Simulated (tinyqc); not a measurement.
Inside a calculation. Model: double-gate transistor below threshold, two-dimensional Poisson equation on a small mesh.

Program tinyqc, `OMP_NUM_THREADS=1 python tinyqc.py 2480067 2480068 out.jsonl`; Intel Xeon 2.30GHz, shared host, one thread, about 0.09 s. Printed values are rounded.

Half of a symmetric double-gate structure: row 0 is the mid-plane of the body, where the normal field vanishes. Mobile charge is neglected (subthreshold), the body is fully depleted, and potentials are counted from the intrinsic level; rows run upward to the gate, columns from source to drain.

Parameters, values chosen for the exercise; semiconductor permittivity close to that of gallium nitride:
- T = 300 K (temperature)
- eps_r = 9.4 (relative permittivity of the semiconductor)
- eox = 7.5 (relative permittivity of the insulator)
- tb = 3 nm (half the body thickness)
- tox = 3.6 nm (insulator thickness)
- L = 19 nm (channel length)
- Na = 0 cm^-3 (acceptor density of the depleted body)
- Vbi = 0.5 V (potential of the source)
- Vfb = -0.03 V (gate offset)
- Vg = 0.05 V (gate voltage)
- Vd = 1 V (drain voltage)

Constants: q = 1.602176634e-19 C, kB = 1.380649e-23 J/K, Vt = kB T/q, eps0 = 8.8541878128e-14 F/cm where lengths are in cm. Results are converted to the units shown.

## Coefficients of the five-point equations

Mesh: rows i = 0..3 in the semiconductor (step hs = tb/3, row 3 on the interface), then 2 step(s) ho = tox/2 up to the gate row 5; columns j = 0..6 (step hy = L/6). Box integration, divided by eps0: up_i = eps hy/h of the interval above row i, dn_i = that of the interval below (0 for row 0), lat_i = (sum of eps h/2 over the intervals above and below)/hy, s_i = -q Na w_i hy/eps0 with w_i the semiconductor height of the box (hs/2 for row 0 and the interface row, hs between, 0 in the insulator). Each free node obeys (up + dn + 2 lat) psi = up psi(above) + dn psi(below) + lat [psi(left) + psi(right)] + s.

```
row       up       dn      lat  s (V)
0    29.7667        0  1.48421      0
1    29.7667  29.7667  2.96842      0
2    29.7667  29.7667  2.96842      0
3    13.1944  29.7667  3.61579      0
4    13.1944  13.1944  4.26316      0
```

## Iteration 1: Gauss-Seidel sweep

psi at the start (fixed values on the edges, free nodes at zero) (V):
```
           j=0      j=1      j=2      j=3      j=4      j=5      j=6
row 0  0.50000  0.00000  0.00000  0.00000  0.00000  0.00000  1.50000
row 1  0.50000  0.00000  0.00000  0.00000  0.00000  0.00000  1.50000
row 2  0.50000  0.00000  0.00000  0.00000  0.00000  0.00000  1.50000
row 3  0.50000  0.00000  0.00000  0.00000  0.00000  0.00000  1.50000
row 4  0.29000  0.00000  0.00000  0.00000  0.00000  0.00000  0.79000
row 5  0.08000  0.08000  0.08000  0.08000  0.08000  0.08000  0.08000
```

Free nodes: rows 0..4, columns 1..5, taken row by row from row 0, left to right. t = (up psi(above) + dn psi(below) + lat [psi(left) + psi(right)] + s)/(up + dn + 2 lat), with the newest neighbours; psi(new) = t.

psi after iteration 1 (V):
```
           j=0      j=1      j=2      j=3      j=4      j=5      j=6
row 0  0.50000  0.02267  0.00103  0.00005  0.00000  0.06801  1.50000
row 1  0.50000  0.03298  0.00196  0.00011  0.00001  0.09893  1.50000
row 2  0.50000  0.03766  0.00260  0.00017  0.00001  0.11299  1.50000
row 3  0.50000  0.05836  0.00575  0.00051  0.00004  0.17507  1.50000
row 4  0.29000  0.08769  0.04311  0.03569  0.03461  0.19708  0.79000
row 5  0.08000  0.08000  0.08000  0.08000  0.08000  0.08000  0.08000
```

## Iteration 2: Gauss-Seidel sweep

As before.

psi after iteration 2 (V):
```
           j=0      j=1      j=2      j=3      j=4      j=5      j=6
row 0  0.50000  0.05270  0.00418  0.00029  0.00310  0.15811  1.50000
row 1  0.50000  0.06385  0.00598  0.00048  0.00592  0.19154  1.50000
row 2  0.50000  0.07835  0.00889  0.00086  0.00787  0.23505  1.50000
row 3  0.50000  0.10595  0.02428  0.01164  0.02722  0.30122  1.50000
row 4  0.29000  0.11094  0.05731  0.04585  0.07018  0.24909  0.79000
row 5  0.08000  0.08000  0.08000  0.08000  0.08000  0.08000  0.08000
```

## Course of the iteration: Gauss-Seidel sweep

Stop when the largest change of psi is below 1e-7 V, or after 400 iterations. Fixed values: gate row Vg - Vfb; column 0 at Vbi and the last column at Vbi + Vd in the semiconductor, each running linearly to Vg - Vfb across the insulator.

Course of the iteration:
```
iteration  psi at row 0, j = 3 (V)  largest |change| of one entry (V)
1                       4.66032e-5                              0.197
2                       2.89626e-4                              0.126
3                       9.90159e-4                              0.101
4                       0.00283955                             0.0866
5                       0.00843323                             0.0798
6                        0.0172233                             0.0667
7                        0.0287680                             0.0547
8                        0.0422022                             0.0450
9                        0.0568168                             0.0373
...                            ...                                ...
159                       0.339755                            1.77e-7
160                       0.339756                            1.64e-7
161                       0.339756                            1.51e-7
162                       0.339756                            1.40e-7
163                       0.339756                            1.29e-7
164                       0.339756                            1.19e-7
165                       0.339756                            1.10e-7
166                       0.339756                            1.02e-7
167                       0.339756                            9.38e-8
```

Converged in 167 iterations. At the end each change is about 0.92 times the one before: linear convergence.

## Barrier, swing and barrier lowering

converged psi (V):
```
           j=0      j=1      j=2      j=3      j=4      j=5      j=6
row 0  0.50000  0.34851  0.29462  0.33976  0.50768  0.86769  1.50000
row 1  0.50000  0.34364  0.28968  0.33364  0.49810  0.85411  1.50000
row 2  0.50000  0.32856  0.27498  0.31550  0.46942  0.81163  1.50000
row 3  0.50000  0.30173  0.25090  0.28604  0.42197  0.73463  1.50000
row 4  0.29000  0.20079  0.17300  0.19199  0.26647  0.43684  0.79000
row 5  0.08000  0.08000  0.08000  0.08000  0.08000  0.08000  0.08000
```

d psi/dVg on row 0: j=0 0.000000, j=1 0.425980, j=2 0.650924, j=3 0.717655, j=4 0.650924, j=5 0.425980, j=6 0.000000
d psi/dVd on row 0: j=0 0.00000, j=1 0.02742, j=2 0.06801, j=3 0.14117, j=4 0.28107, j=5 0.54660, j=6 1.00000

The barrier is read along row 0, the path farthest from the gate. Take the node j of lowest psi: barrier Vbi - psi_j; swing Vt ln 10/(d psi_j/dVg); DIBL = (d psi_j/dVd)/(d psi_j/dVg). The derivatives solve the same equations with s = 0 and a unit change of that voltage.

j = 2
barrier = 0.205379 V
swing = 91.4491 mV/decade
DIBL = 104.481 mV/V

A mesh of 12, 8 and 80 steps (semiconductor, insulator, channel) gives a barrier of 0.218 V, a swing of 87.7 mV a decade and a DIBL of 99.5 mV/V; the small mesh puts the barrier 5.6 % below that.
